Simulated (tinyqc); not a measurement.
Pariser-Parr-Pople SCF with singles CI, for the molecule C=Nc1ccccc1 (SMILES; centres numbered as the heavy atoms are written), step by step. One step of it, computed by the program tinyqc.

Problem. Singles CI, singlets. Over the 9 single excitations with the smallest orbital gaps: A = (e_a - e_i) delta + 2 (ia|jb) - (ij|ab), with (pq|rs) = sum c_mp c_mq gamma_mn c_nr c_ns. f = 2/3 w |mu|^2 in atomic units, mu = sqrt2 sum c_ia sum_m c_mi c_ma R_m.

orbital energies (eV): -15.143577  -13.425688  -11.091830  -10.377539  -1.102700  0.302930  1.275891  3.935706

coefficients:
```
         MO1        MO2        MO3        MO4        MO5        MO6        MO7        MO8
1C  0.289365   0.388969   0.020996   0.378777   0.694116   0.001894   0.356810   0.109287
2N  0.530145   0.526300   0.005450   0.256015  -0.418184   0.010588  -0.400000  -0.203448
3C  0.487802   0.054634  -0.026890  -0.481153  -0.279998  -0.024119   0.450425   0.494945
4C  0.330218  -0.178858   0.481850  -0.361763   0.263799  -0.494443  -0.100778  -0.414360
5C  0.250414  -0.371281   0.519799   0.166723   0.104863   0.503837  -0.323766   0.363020
6C  0.221370  -0.457314   0.040321   0.497777  -0.323578  -0.005872   0.521784  -0.339788
7C  0.252883  -0.387004  -0.477377   0.239693   0.116448  -0.495919  -0.341628   0.353173
8C  0.335498  -0.199945  -0.516645  -0.309148   0.257055   0.504982  -0.076511  -0.397531
```

repulsion gamma_rs (eV):
```
           1C         2N         3C         4C         5C         6C         7C         8C
1C  11.130000   7.729818   5.239560   3.670975   2.869206   2.763701   3.276624   4.668999
2N   7.729818  12.300000   7.728284   5.297545   3.689750   3.290539   3.689192   5.296138
3C   5.239560   7.728284  11.130000   7.556581   5.240060   4.668999   5.238699   7.553212
4C   3.670975   5.297545   7.556581  11.130000   7.553010   5.239840   4.668753   5.240168
5C   2.869206   3.689750   5.240060   7.553010  11.130000   7.555992   5.240168   4.669089
6C   2.763701   3.290539   4.668999   5.239840   7.555992  11.130000   7.554442   5.239560
7C   3.276624   3.689192   5.238699   4.668753   5.240168   7.554442  11.130000   7.553010
8C   4.668999   5.296138   7.553212   5.240168   4.669089   5.239560   7.553010  11.130000
```

Centres (angstrom, eV; a flat drawing with bonds scaled to 1.40 angstrom):
```
centre          x          y  core charge z          W   gamma_rr
1C      -2.879000   0.438000              1  11.160000  11.130000
2N      -1.930000  -0.591000              1  14.100000  12.300000
3C      -0.564000  -0.283000              1  11.160000  11.130000
4C       0.385000  -1.311000              1  11.160000  11.130000
5C       1.751000  -1.003000              1  11.160000  11.130000
6C       2.167000   0.333000              1  11.160000  11.130000
7C       1.218000   1.362000              1  11.160000  11.130000
8C      -0.148000   1.054000              1  11.160000  11.130000
```

Give: singlet CI matrix; singlet excitation energies; oscillator strengths.

Solution.

singlet CI matrix (eV):
```
        4>5     3>5     4>6     3>6     4>7     2>5     3>7     2>6
4>5   4.917  -0.132  -0.123  -0.550   0.128  -0.493   0.019  -0.001
3>5  -0.132   5.768   0.708   0.007  -0.083  -0.186   0.464  -0.315
4>6  -0.123   0.708   5.881   0.003  -0.058  -0.146  -0.852   0.348
3>6  -0.550   0.007   0.003   6.320   0.813   0.322   0.000   0.014
4>7   0.128  -0.083  -0.058   0.813   6.942  -0.127   0.025   0.000
2>5  -0.493  -0.186  -0.146   0.322  -0.127   7.756   0.011  -0.029
3>7   0.019   0.464  -0.852   0.000   0.025   0.011   7.321   0.196
2>6  -0.001  -0.315   0.348   0.014   0.000  -0.029   0.196   8.652
1>5   0.242   0.061  -0.131   0.248   0.229  -0.468   0.126  -0.021

        1>5
4>5   0.242
3>5   0.061
4>6  -0.131
3>6   0.248
4>7   0.229
2>5  -0.468
3>7   0.126
2>6  -0.021
1>5   8.851
```

singlet excitation energies (eV): 4.596  4.708  5.822  6.506  7.336  7.681  7.915  8.719  9.126

oscillator strengths: 0.355  0.001  0.426  0.537  0.446  0.426  0.736  0.083  0.076
